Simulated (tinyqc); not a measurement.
Eight-band Kane k.p model with strain: one step. Levels and orbital character. Three cases, with inputs chosen for the exercise.

Problem. Diagonalise H; the levels come in pairs. The weights are summed over spin and averaged over each pair.

Case 1.

H(k) (eV):
```
            S+                  X+                  Y+          Z+          S-
S+    1.575088          -0.293843i           0.411380i           0           0
X+   0.293843i           -0.344147  0.002096-0.310333i           0           0
Y+  -0.411380i  0.002096+0.310333i           -0.337250           0           0
Z+           0                   0                   0   -0.304038           0
S-           0                   0                   0           0    1.575088
X-           0                   0                   0   -0.310333   0.293843i
Y-           0                   0                   0  -0.310333i  -0.411380i
Z-           0            0.310333           0.310333i           0           0

                    X-                  Y-          Z-
S+                   0                   0           0
X+                   0                   0    0.310333
Y+                   0                   0  -0.310333i
Z+           -0.310333           0.310333i           0
S-          -0.293843i           0.411380i           0
X-           -0.344147  0.002096+0.310333i           0
Y-  0.002096-0.310333i           -0.337250           0
Z-                   0                   0   -0.304038
```

Case 2.

H(k) (eV):
```
            S+                   X+                   Y+          Z+          S-
S+    2.985914            0.399507i            0.215949i   0.507481i           0
X+  -0.399507i            -0.059710  -0.035358-0.026667i    0.019268           0
Y+  -0.215949i  -0.035358+0.026667i            -0.087281    0.010415           0
Z+  -0.507481i             0.019268             0.010415   -0.009700           0
S-           0                    0                    0           0    2.985914
X-           0                    0                    0   -0.026667  -0.399507i
Y-           0                    0                    0  -0.026667i  -0.215949i
Z-           0             0.026667            0.026667i           0  -0.507481i

                     X-                   Y-          Z-
S+                    0                    0           0
X+                    0                    0    0.026667
Y+                    0                    0  -0.026667i
Z+            -0.026667            0.026667i           0
S-            0.399507i            0.215949i   0.507481i
X-            -0.059710  -0.035358+0.026667i    0.019268
Y-  -0.035358-0.026667i            -0.087281    0.010415
Z-             0.019268             0.010415   -0.009700
```

Case 3.

H(k) (eV):
```
            S+                   X+                   Y+          Z+          S-
S+    1.550824            0.025187i            0.419776i           0           0
X+  -0.025187i            -0.362260  -0.000213-0.305333i           0           0
Y+  -0.419776i  -0.000213+0.305333i            -0.347581           0           0
Z+           0                    0                    0   -0.230408           0
S-           0                    0                    0           0    1.550824
X-           0                    0                    0   -0.305333  -0.025187i
Y-           0                    0                    0  -0.305333i  -0.419776i
Z-           0             0.305333            0.305333i           0           0

                     X-                   Y-          Z-
S+                    0                    0           0
X+                    0                    0    0.305333
Y+                    0                    0  -0.305333i
Z+            -0.305333            0.305333i           0
S-            0.025187i            0.419776i           0
X-            -0.362260  -0.000213+0.305333i           0
Y-  -0.000213-0.305333i            -0.347581           0
Z-                    0                    0   -0.230408
```

Give: levels, each twofold; weights.

Solution.

Case 1.

levels, each twofold (eV): -0.9862  -0.1192  -0.0102  1.7052

weights:
```
   pair 1  pair 2  pair 3  pair 4
S   0.015   0.049   0.001   0.936
X   0.339   0.369   0.271   0.022
Y   0.358   0.445   0.155   0.042
Z   0.288   0.137   0.574   0.001
```

The conduction pair has 6.4 % valence character at this k; the valence pair with most S character is pair 2 (4.9 %).

Case 2.

levels, each twofold (eV): -0.2038  -0.0766  -0.0232  3.1328

weights:
```
   pair 1  pair 2  pair 3  pair 4
S   0.034   0.009   0.002   0.956
X   0.427   0.128   0.430   0.015
Y   0.332   0.324   0.339   0.004
Z   0.207   0.539   0.229   0.025
```

The conduction pair has 4.4 % valence character at this k; the valence pair with most S character is pair 1 (3.4 %).

Case 3.

levels, each twofold (eV): -0.9541  -0.1054  0.0266  1.6435

weights:
```
   pair 1  pair 2  pair 3  pair 4
S   0.011   0.033   0.004   0.952
X   0.342   0.420   0.238   0.001
Y   0.388   0.516   0.049   0.046
Z   0.259   0.030   0.709   0.001
```

The conduction pair has 4.8 % valence character at this k; the valence pair with most S character is pair 2 (3.3 %).

Computed by tinyqc, one run a case: `OMP_NUM_THREADS=1 python tinyqc.py N N+1 out.jsonl` with N = 1080274, 1080404, 1080446; one thread of a shared Intel(R) Xeon(R) Processor @ 2.30GHz, about 0.01 s a run at most.
